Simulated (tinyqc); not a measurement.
## MOS inversion layer, Poisson-Schroedinger loop: effect of the temperature

Electrons confined at an insulator interface at z = 0, treated as a hard wall; parabolic valleys, Hartree approximation, no image or exchange terms. The depletion charge lies far deeper than the electrons and gives a uniform field q Nd/(eps0 eps_r); the gate balances all charge. Energies are counted from the band edge at the interface.

Schroedinger equation -(C/mz) psi'' + (V0 + U) psi = E psi, C = hbar^2/(2 m0), psi(0) = 0, on a uniform mesh of 800 nodes with a far wall at 34 nm, 8 levels a set; V0 = q Nd z/(eps0 eps_r); dU/dz = q (Ns - integral of n from 0 to z)/(eps0 eps_r), U(0) = 0; N_k = g md m0 q Vt/(pi hbar^2) ln(1 + exp((EF - E_k)/Vt)), g the number of valleys of the set, sum N_k = Ns. Triangular well: E_k = a_k (C F^2/mz)^(1/3), a_1 = 2.338107, a_2 = 4.087949, C = hbar^2/(2 m0), F in eV/nm. Fang-Howard (all electrons in the lowest level of set A): b^3 = 6 (mz1/C) q (Nd + 11 Ns/32)/(eps0 eps_r), centroid 3/b, level C b^2/(4 mz1) + (3/b) q (Nd + 11 Ns/16)/(eps0 eps_r). The centroid adds 3.9 z_av/eps_r to an oxide-equivalent thickness. Shares under 0.0001 % are printed as 0.

Inputs (values chosen for the exercise); masses and permittivity close to those of silicon (111): relative permittivity eps_r = 11.6; mass along z of valley set A (6 valley(s)) mz1 = 0.258 m0; in-plane density-of-states mass of set A md1 = 0.362 m0; sheet density of electrons Ns = 5.7e12 cm^-2; sheet density of depletion charge Nd = 1.8e11 cm^-2.

Constants: q = 1.602176634e-19 C, kB = 1.380649e-23 J/K, hbar = 1.054571817e-34 J s, m0 = 9.1093837015e-31 kg, Vt = kB T/q, eps0 = 8.8541878128e-14 F/cm where lengths are in cm, hbar^2/(2 m0) = 0.0380998212 eV nm^2. Results are converted to the units shown.

The same in every row: Fang-Howard centroid (nm) = 2.71.

Effect of the temperature:
```
T (K)	A1 (meV)	A2 (meV)	EF (meV)	share of A1 (%)	share of A2 (%)	centroid z_av (nm)	added oxide equivalent (nm)
20	215	262	221	100	0	2.57	0.865
50	215	262	220	100	0.00419	2.57	0.865
77	215	262	218	99.9	0.134	2.58	0.867
120	215	265	213	98.7	1.08	2.64	0.887
200	216	275	201	94.5	3.80	2.86	0.961
300	218	286	181	88.6	6.98	3.18	1.07
400	219	295	156	82.9	9.60	3.50	1.18
500	220	304	129	77.8	11.7	3.79	1.28
```

As T goes from 20 to 500, A1 rises from 215 to 220 meV, the share of A1 falls from 100 to 77.8 % and the centroid rises from 2.57 to 3.79 nm. EF lies more than 2 meV above A1 for T = 20, 50, 77. The Fang-Howard centroid is 5.3 % above the full one in the first row, where A1 holds 100 %, and 29 % below it in the last, where A1 holds 77.8 %. For T = 500 the eighth level of a set still holds over 0.4 % of the electrons, so more levels and a farther wall would raise the centroid.

tinyqc, about 0.8 s, one thread, Intel Xeon 2.30GHz (shared host): `OMP_NUM_THREADS=1 python tinyqc.py 2160145 2160146 out.jsonl`
